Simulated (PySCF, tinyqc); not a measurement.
Worked calculation: RHF in the sto-3g basis, for Li-, spin multiplicity 1. The basis has no diffuse functions, so it cannot describe the extra electron: this is an exercise in the method, not the real anion. The lowest restricted solution is unstable here: a spin-polarised one lies 0.0041 hartree lower (PySCF). One step of it, computed by the program tinyqc.

Problem. Iteration 3: building the Fock matrix. J_ij = sum D_kl (ij|kl), K_ij = sum D_kl (ik|jl); F = H + J - 0.5 K; E = tr D H + tr D J / 2 - 0.25 tr D K + E_nn.

D after iteration 2, lower triangle:
```
            1Li 1s     1Li 2s    1Li 2px   1Li 2py   1Li 2pz
1Li 1s    1.664876
1Li 2s   -0.237156   1.336625
1Li 2px  -0.158329  -0.212145   0.248672
1Li 2py  -0.352378   0.743103   0.036591  0.717944
1Li 2pz  -0.057007   0.382235  -0.105518  0.253383  0.146256
```

core Hamiltonian H = T + V (hartree), lower triangle:
```
            1Li 1s     1Li 2s    1Li 2px    1Li 2py    1Li 2pz
1Li 1s   -4.406095
1Li 2s   -0.984581  -1.104759
1Li 2px   0.000000   0.000000  -0.877579
1Li 2py   0.000000   0.000000   0.000000  -0.877579
1Li 2pz   0.000000   0.000000   0.000000   0.000000  -0.877579
```

Two-electron integrals (ij|kl) in chemists' order, unique and non-zero (hartree):
```
(11|11) 1.680395   (21|11) 0.265420   (21|21) 0.049941   (22|11) 0.397727
(22|21) 0.092860   (22|22) 0.290562   (31|31) 0.008981   (32|31) 0.013788
(32|32) 0.064184   (33|11) 0.396640   (33|21) 0.092880   (33|22) 0.290497
(33|33) 0.312946   (41|41) 0.008981   (42|41) 0.013788   (42|42) 0.064184
(43|43) 0.016869   (44|11) 0.396640   (44|21) 0.092880   (44|22) 0.290497
(44|33) 0.279207   (44|44) 0.312946   (51|51) 0.008981   (52|51) 0.013788
(52|52) 0.064184   (53|53) 0.016869   (54|54) 0.016869   (55|11) 0.396640
(55|21) 0.092880   (55|22) 0.290497   (55|33) 0.279207   (55|44) 0.279207
(55|55) 0.312946
```

nuclear repulsion = 0 hartree

Give: Coulomb J; exchange K; Fock matrix F; total energy of this density.

Solution.

Coulomb J (hartree), lower triangle:
```
         1Li 1s  1Li 2s  1Li 2px  1Li 2py  1Li 2pz
1Li 1s    3.645
1Li 2s    0.646   1.330
1Li 2px  -0.009  -0.032    1.324
1Li 2py   0.014   0.086    0.001    1.340
1Li 2pz   0.010   0.047   -0.004    0.009    1.320
```

exchange K (hartree), lower triangle:
```
         1Li 1s  1Li 2s  1Li 2px  1Li 2py  1Li 2pz
1Li 1s    2.749
1Li 2s    0.475   0.499
1Li 2px  -0.087  -0.092    0.187
1Li 2py  -0.064   0.226    0.011    0.326
1Li 2pz   0.018   0.129   -0.031    0.075    0.156
```

Fock matrix F (hartree), lower triangle:
```
         1Li 1s  1Li 2s  1Li 2px  1Li 2py  1Li 2pz
1Li 1s   -2.136
1Li 2s   -0.576  -0.024
1Li 2px   0.035   0.014    0.353
1Li 2py   0.046  -0.027   -0.004    0.299
1Li 2pz   0.001  -0.017    0.012   -0.029    0.365
```

total energy of this density = -6.20083 hartree

This density is a damped mixture and is not idempotent.
